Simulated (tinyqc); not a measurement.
Off-state leakage of single and stacked transistors: two steps of the calculation.

n-channel devices of unit width. Subthreshold current I(Vg, Vs, Vd) = I0 (T/300 K)^0.5 exp[(Vg - Vs - VT(T) - gb (Vs - Vb) + dd (Vd - Vs))/(nf Vt)] (1 - exp(-(Vd - Vs)/Vt)), VT(T) = VT - cT (T - 300 K). Gate-edge tunnelling Ig (Vd/1 V) exp(ag (Vd - 1 V)), for a gate at 0 V, and band-to-band leakage Ab u exp(-Bb/u), u = Vd - Vb + 1 V, flow at a drain held at V; both are taken as independent of T. In a stack of off transistors (all gates at 0 V) the same subthreshold current passes through each.

Values chosen for this exercise; values of the order met in bulk silicon logic transistors: temperature T = 300 K; supply voltage V = 1.2 V; threshold at 300 K, zero drain and body bias VT = 0.41 V; fall of the threshold with temperature cT = 0.8 mV/K; current at threshold at 300 K I0 = 0.1 uA/um; slope factor nf = 1.53; drain-induced lowering per volt dd = 0.05; rise of the threshold per volt of source-body bias gb = 0.15; gate-edge tunnelling current at 1 V Ig = 6e-5 uA/um; exponential slope of the gate current ag = 3.9 1/V; prefactor of band-to-band leakage at the drain Ab = 2 uA/(um V); its exponential voltage Bb = 29 V; body voltage Vb = 0 V.

Constants: q = 1.602176634e-19 C, kB = 1.380649e-23 J/K, Vt = kB T/q. Results are converted to the units shown.

Question 1. Leakage of one transistor. Vg = Vs = 0, Vd = V; effective threshold VT(T) - gb Vb - dd V.

Find: effective threshold; parts; total; shares.

Answer 1.

effective threshold = 0.35000 V
parts (nA/um): subthreshold 0.014356, gate edge 0.15707, band-to-band 0.0082920
total = 0.17971 nA/um
shares (%): subthreshold 7.9882, gate edge 87.398, band-to-band 4.6140

The gate edge part is the largest.

Question 2. New Vx. Stack of two, Vx the node between them: I_low = I(0, 0, Vx), I_up = I(0, Vx, V), f = ln(I_up/I_low), f' = -(1 + gb + 2 dd)/(nf Vt) - 1/(Vt (exp(Vx/Vt) - 1)) - 1/(Vt (exp((V - Vx)/Vt) - 1)), Vx(new) = Vx - f/f'.

Vx at the start = 0.048 V

Give: I_low; I_up; f; f'; Vx after iteration 1.

Answer 2.

I_low = 0.0028238 nA/um
I_up = 0.0033465 nA/um
f = 0.16982
f' = -38.762 1/V
Vx after iteration 1 = 0.052381 V

Program tinyqc, `OMP_NUM_THREADS=1 python tinyqc.py 2242221 2242222 out.jsonl`; Intel Xeon 2.30GHz, shared host, one thread, about 0.05 s.
